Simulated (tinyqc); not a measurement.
Off-state leakage of single and stacked transistors: subthreshold current against the height of the stack.

n-channel devices of unit width. Subthreshold current I(Vg, Vs, Vd) = I0 (T/300 K)^0.5 exp[(Vg - Vs - VT(T) - gb (Vs - Vb) + dd (Vd - Vs))/(nf Vt)] (1 - exp(-(Vd - Vs)/Vt)), VT(T) = VT - cT (T - 300 K). Gate-edge tunnelling Ig (Vd/1 V) exp(ag (Vd - 1 V)), for a gate at 0 V, and band-to-band leakage Ab u exp(-Bb/u), u = Vd - Vb + 1 V, flow at a drain held at V; both are taken as independent of T. In a stack of off transistors (all gates at 0 V) the same subthreshold current passes through each.

All n gates at 0 V, bottom source at 0 V, top drain at V; node voltages follow from equal currents.

Inputs (values chosen for the exercise); values of the order met in bulk silicon logic transistors: temperature T = 358 K; supply voltage V = 0.8 V; threshold at 300 K, zero drain and body bias VT = 0.39 V; fall of the threshold with temperature cT = 0.6 mV/K; current at threshold at 300 K I0 = 0.27 uA/um; slope factor nf = 1.47; drain-induced lowering per volt dd = 0.17; rise of the threshold per volt of source-body bias gb = 0.11; body voltage Vb = -0.3 V.

Constants: q = 1.602176634e-19 C, kB = 1.380649e-23 J/K, Vt = kB T/q. Results are converted to the units shown.

Results:

| n | I (nA/um) | reduction factor | drain voltage of the bottom device (mV) | source voltage of the top device (mV) | voltage across the top device (V) |
|---|---|---|---|---|---|
| 1 | 1.134 | 1.000 | 800.0 | 0 | 0.8000 |
| 2 | 0.07707 | 14.71 | 95.25 | 95.25 | 0.7047 |
| 4 | 0.02505 | 45.26 | 16.62 | 135.1 | 0.6649 |
| 5 | 0.01873 | 60.52 | 11.77 | 145.4 | 0.6546 |
| 6 | 0.01496 | 75.77 | 9.119 | 153.3 | 0.6467 |

Estimate the missing row, n = 3.

Computed row:

| n | I (nA/um) | reduction factor | drain voltage of the bottom device (mV) | source voltage of the top device (mV) | voltage across the top device (V) |
|---|---|---|---|---|---|
| 3 | 0.03782 | 29.98 | 28.39 | 120.5 | 0.6795 |

With this row back in the table: The second transistor cuts the current by a factor of 14.7, the third by a further 2.04 and the sixth by 1.25. The top device keeps 80.8 % of the supply at n = 6, while the drain voltage of the bottom one falls to 0.296 Vt.

Computed by the program tinyqc: `OMP_NUM_THREADS=1 python tinyqc.py 2242009 2242010 out.jsonl`, one thread of a shared Intel Xeon 2.30GHz, about 0.03 s for the whole run.
